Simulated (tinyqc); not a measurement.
# CMOS latch-up, two-transistor model, step by step

tinyqc, about 0.04 s, one thread, Intel Xeon 2.30GHz (shared host): `OMP_NUM_THREADS=1 python tinyqc.py 2670061 2670062 out.jsonl` Printed values are rounded.

A parasitic pnp (emitter at Vdd, base shunted by Rw) and npn (emitter at ground, base shunted by Rs) feed each other: the npn collector current flows out of the pnp base node, the pnp collector current into the npn base node. Forward-active transistors with constant gains: Icn = Isn exp(Vn/Vt), Icp = Isp (exp(Vp/Vt) - 1). A current Ii is injected into the npn base node.

Parameters, values chosen for the exercise; values close to those of bulk CMOS:
- T = 300 K (temperature)
- bn = 23.1 (current gain of the npn)
- bp = 3.2 (current gain of the pnp)
- Isn = 7.2e-15 A (saturation current of the npn at T)
- Isp = 2.1e-15 A (saturation current of the pnp at T)
- Rs = 210 ohm (substrate resistance shunting the npn)
- Rw = 390 ohm (well resistance shunting the pnp)
- R2 = 48 ohm (resistance from the pnp collector to the npn base)
- Von = 0.72 V (base-emitter voltage in the on state)
- Vsat = 0.07 V (saturation voltage)
- Vdd = 1.2 V (supply voltage)
- Ii = 2.15 mA (current injected into the substrate)

Constants: q = 1.602176634e-19 C, kB = 1.380649e-23 J/K, Vt = kB T/q. Results are converted to the units shown.

## Holding current and voltage

On state with both base-emitter voltages at Von: npn base current Ib = (Von/Rs + bp Von/Rw)/(bn bp - 1), holding current Ih = (bn + 1) Ib + Von/Rs, holding voltage Vh = Vsat + Von + R2 (Ib + Von/Rs).

bn bp = 73.92
Ib = 0.128034 mA
Ih = 6.51420 mA
Vh = 0.960717 V

Vh is below Vdd = 1.2 V, so the supply can sustain a latched state.

## The off branch

Vn, point 0 to 7 (V): 0.473  0.553  0.603  0.633  0.653  0.673  0.688  0.703

Node equations: Vp/Rw + Icp/bp = Icn and Vn/Rs + Icn/bn = Icp + Ii. Loop gain G = gn gp/[(1/Rw + gp/bp)(1/Rs + gn/bn)], gn = Icn/Vt, gp = (Icp + Isp)/Vt; the off state ends where G = 1, and Ii there is the trigger current. For each Vn: Icn, then Vp from the first equation, then Ii from the second.

```
point   Icn (mA)     Vp (V)    Icp (mA)  Ii (mA)           G
0      6.3589e-4  2.4800e-4  2.0242e-14   2.2524  1.6518e-13
1       0.014039  0.0054751  4.9535e-13   2.6339  4.4430e-12
2       0.097115   0.037875  6.9884e-12   2.8756  1.0459e-10
3        0.30993    0.12087  2.2322e-10   3.0277   7.7166e-9
4        0.67181    0.26201   5.2935e-8   3.1386   3.5253e-6
5         1.4562    0.56708   0.0070579   3.2607     0.80614
6         2.6015    0.71812      2.4326  0.95626      32.483
7         4.6474    0.75109      8.7090  -5.1602      44.769
```

Ii peaks at 3.261 mA, at Vn = 0.6733 V where G = 1; beyond it the loop feeds itself.

## Iteration 1: response to the injected current, once round the loop per iteration

Vn at the start = 0.52 V

Icn = Isn exp(Vn/Vt); Vp solves Vp/Rw + Icp/bp = Icn; Vn(new) solves Vn/Rs + (Isn/bn) exp(Vn/Vt) = Icp + Ii.

Icn = 0.00391695 mA
Vp = 0.00152761 V
Icp = 1.27830e-13 mA
Vn after iteration 1 = 0.451497 V

## Course of the iteration: response to the injected current, once round the loop per iteration

Stop when Vn changes by less than 1e-9 V, or after 150 iterations. Vn must stay below 1.1 V.

Course of the iteration:
```
iteration    Vn (V)  |change| (V)
1          0.451497        0.0685
2          0.451497      2.51e-14
```

Converged in 2 iterations. An off state exists, since Ii is below the trigger current, the largest Ii that the node equations allow, 3.261 mA.
